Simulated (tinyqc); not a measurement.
Starting guesses with plain Roothaan steps: SCF starting guesses in the sto-6g basis, for H3, spin multiplicity 2. Computed by the program tinyqc with PySCF. UHF with one setting changed at a time; a run stops when the energy changes by less than 1e-09 hartree and the error matrix is below 1e-5. Starts: the lowest orbitals of the core Hamiltonian, of the Wolfsberg-Helmholz matrix (K = 1.75), projected atomic densities, random orbitals, and the highest orbitals of the core Hamiltonian (a deliberately bad start).

Geometry (angstrom):

| atom | x | y | z |
|---|---|---|---|
| H | 0.0000 | 0.0000 | 0.0000 |
| H | 0.0000 | 0.0000 | 1.1350 |
| H | 0.0000 | 0.9830 | 0.5670 |

lowest solution found by these runs and by PySCF with stability checks = -1.381641 hartree

Largest element of the error matrix X^T (FDS - SDF) X:

| iteration | core | Wolfsberg-Helmholz | atomic densities | random | highest core orbitals |
|---|---|---|---|---|---|
| 1 | 8.2e-02 | 8.2e-02 | 3.3e-05 | 2.6e-01 | 8.2e-02 |
| 2 | 3.5e-02 | 3.5e-02 | 8.2e-02 | 4.0e-02 | 1.3e-01 |
| 3 | 2.2e-02 | 2.2e-02 | 3.5e-02 | 2.0e-02 | 3.2e-02 |
| 4 | 2.0e-02 | 2.0e-02 | 2.2e-02 | 1.7e-02 | 9.3e-03 |
| 5 | 1.7e-02 | 1.7e-02 | 2.0e-02 | 1.6e-02 | 7.3e-03 |
| 6 | 1.5e-02 | 1.5e-02 | 1.7e-02 | 1.5e-02 | 6.0e-03 |
| 8 | 1.1e-02 | 1.1e-02 | 1.3e-02 | 1.5e-02 | 3.7e-03 |
| 10 | 7.5e-03 | 7.5e-03 | 9.1e-03 | 1.4e-02 | 2.2e-03 |
| 14 | 3.1e-03 | 3.1e-03 | 3.9e-03 | 8.4e-03 | 7.7e-04 |
| 20 | 6.8e-04 | 6.8e-04 | 8.8e-04 | 2.3e-03 | 1.7e-04 |
| 30 | 5.8e-05 | 5.8e-05 | 7.4e-05 | 2.0e-04 | 1.5e-05 |

How each run ends:

| run | iterations | E (hartree) | state |
|---|---|---|---|
| core | 39 | -1.381641 | lowest found |
| Wolfsberg-Helmholz | 39 | -1.381641 | lowest found |
| atomic densities | 40 | -1.381641 | lowest found |
| random | 44 | -1.381489 | higher |
| highest core orbitals | 33 | -1.381641 | lowest found |

What does the comparison show, and why?

4 of 5 runs reach the lowest solution found, in 33 to 40 iterations (fastest: highest core orbitals). Ending on a higher stationary point: random; a small error matrix cannot reveal that, and an occupation fixed by the start is kept by symmetry or by the shape of the basin. The first errors are 8e-02, 8e-02, 3e-05, 3e-01, 8e-02.
